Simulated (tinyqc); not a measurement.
Local against global planarity over time: chemical-mechanical planarisation: Preston law, pattern density and step-height reduction. Computed by tinyqc, a small Python program. Command: `OMP_NUM_THREADS=1 python tinyqc.py 3031910 3031911 out.jsonl cmp walk`. One thread of a shared host (Intel(R) Xeon(R) Processor @ 2.30GHz), about 0.01 s of CPU time with the checks.

A row of 10 cells, repeated periodically, holds raised features that cover a share rho of each cell.

Inputs (values chosen for the exercise, close to those used for oxide polishing): Preston coefficient K = 2.6e-13 1/Pa; pressure P = 42 kPa; platen and carrier speed = 110 rpm; distance between the centres = 15 cm; initial step height h0 = 840 nm; contact height h_c = 72 nm; film above the raised areas z0 = 1600 nm; cell size = 1.8 mm; planarisation length = 1.8 mm.

local pattern densities, cell by cell: [0.9, 0.6, 0.7, 0.9, 0.1, 0.1, 0.8, 0.3, 0.3, 0.8]

Method:
- With equal rotation speeds the relative speed is uniform, v = omega r_c; Preston rate R0 = K P v.
- The stiff pad averages the density: rho_eff(i) = sum_j w_ij rho_j / sum_j w_ij, w = exp(-2 d^2/L^2), L the planarisation length and d the distance between cell centres, summed over all periodic images of cell j.
- While h > h_c only raised areas polish, at R0/rho_eff, until t_c = rho_eff (h0 - h_c)/R0. After that h = h_c exp(-(t - t_c)/tau), tau = rho_eff h_c/R0; low areas polish at R0 (1 - h/h_c) and raised areas at R0 [1 + (1 - rho_eff) h/(rho_eff h_c)]. Removed from raised areas after t_c: h0 - h_c + R0 (t - t_c) + (1 - rho_eff)(h_c - h); from low areas: R0 (t - t_c) - rho_eff (h_c - h). Film left = z0 less the removal from raised areas.
- Times are multiples of h0/R0; the range is the largest minus the smallest removal from raised areas.

effective densities: [0.857209, 0.642712, 0.710540, 0.793259, 0.185504, 0.174779, 0.671942, 0.353305, 0.353516, 0.757235]

blanket rate R0 = 18.8684 nm/s

Steps and range (nm):
```
multiple   t (s)  largest step  smallest step  range across the row  mean removal from raised areas
0.10       4.452        742.01         359.39                382.61                           209.8
0.20       8.904        644.02           4.92                661.14                           402.9
0.30      13.356        546.02           0.01                651.20                           537.4
0.45      20.033        399.03           0.00                630.22                           707.4
0.60      26.711        252.05           0.00                609.23                           861.1
0.80      35.615         57.70           0.00                581.48                          1048.0
1.00      44.519          3.79           0.00                573.78                          1217.9
1.30      57.875          0.06           0.00                573.25                          1470.0
1.70      75.682          0.00           0.00                573.24                          1806.0
```

What follows from these numbers?

Local steps shrink to 0.01 nm or less, but the range across the row reaches up to 661.1 nm among these rows and ends at 573.2 nm, against the limit (largest - smallest rho_eff) h0 = 573.2 nm: once flat, all cells polish alike and the difference stays. Evener density (dummy fill), a longer planarisation length or a smaller initial step reduces it. Caution: in the last rows the removal passes z0 somewhere, so they describe a thicker film than the one given.

Extremes, crossings and ranges named in words are read from the listed rows.
